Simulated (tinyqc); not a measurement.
Bias dependence of the times: oxide trap near a transistor channel: two-state multiphonon kinetics, telegraph noise and bias instability. Computed by tinyqc, a small Python program. Command: `OMP_NUM_THREADS=1 python tinyqc.py 3021057 3021058 out.jsonl oxidetrap walk`. One thread of a shared host (Intel(R) Xeon(R) Processor @ 2.30GHz), about 0.01 s of CPU time with the checks.

An n-channel device under positive gate bias. The trap is empty (state 1) or holds an electron (state 2); both states are parabolas of equal curvature, and the electron reservoir is taken at the Fermi level of the channel.

Inputs (values chosen for the exercise, with an insulator like Al2O3 on silicon):

| quantity | value | unit |
|---|---|---|
| trap depth x from the interface | 2.4 | nm |
| tunnel barrier phi_b | 2.17 | eV |
| tunnelling mass m_ox | 0.37 | m_0 |
| trap level above E_F at zero field E_t | 1.4 | eV |
| relaxation energy E_R | 2.4 | eV |
| oxide field F | 5.1 | MV/cm |
| attempt rate k_0 at the interface | 2e+11 | 1/s |
| temperature T | 400 | K |

Parts treated: one trap and an ensemble.

Constants: hbar^2/(2 m_0) = 3.80998212 eV angstrom^2; k_B = 8.617333262e-05 eV/K.

Method. kappa = sqrt(2 m_ox phi_b)/hbar = sqrt(m_ox phi_b/(hbar^2/2m_0)); attenuation length lambda = 1/(2 kappa); factor exp(-x/lambda) for a rectangular barrier. E_21 = E_t - e F x is the energy of state 2 over state 1; barriers E_c = (E_R + E_21)^2/(4 E_R), E_e = E_c - E_21; tau_c = exp(E_c/k_B T)/(k_0 P), tau_e = exp(E_e/k_B T)/(k_0 P), P the tunnelling factor; occupation f_2 = tau_e/(tau_c + tau_e); 1/tau_0 = 1/tau_c + 1/tau_e.

tunnelling factor = 2.69388e-10

Against field:

| F (MV/cm) | E_21 (eV) | tau_c (s) | tau_e (s) | f_2 |
|---|---|---|---|---|
| 0.00 | 1.4000 | 1.6606e+17 | 3.8110e-01 | 2.2950e-18 |
| 1.53 | 1.0328 | 5.4271e+13 | 5.2706e+00 | 9.7116e-14 |
| 3.06 | 0.6656 | 4.0068e+10 | 1.6467e+02 | 4.1097e-09 |
| 4.08 | 0.4208 | 5.1473e+08 | 2.5688e+03 | 4.9906e-06 |
| 5.10 | 0.1760 | 9.4987e+06 | 5.7566e+04 | 6.0238e-03 |
| 6.12 | -0.0688 | 2.5180e+05 | 1.8531e+06 | 8.8037e-01 |
| 7.65 | -0.4360 | 2.1432e+03 | 6.6747e+08 | 1.0000e+00 |

What does the comparison show, and why?

ln(tau_c/tau_e) falls by e x/k_B T = 6.963 per MV/cm, which measures the depth x if the change of surface potential with bias is left aside. Over these rows tau_c shortens by 13.89 decades and tau_e lengthens by 9.24; the shares differ because E_21 is not small against E_R. The times cross at F = E_t/(e x) = 5.83 MV/cm. Caution: the field lowers the tunnel barrier appreciably over the trap depth, so the rectangular barrier understates the rate.

Extremes, crossings and ranges named in words are read from the listed rows.
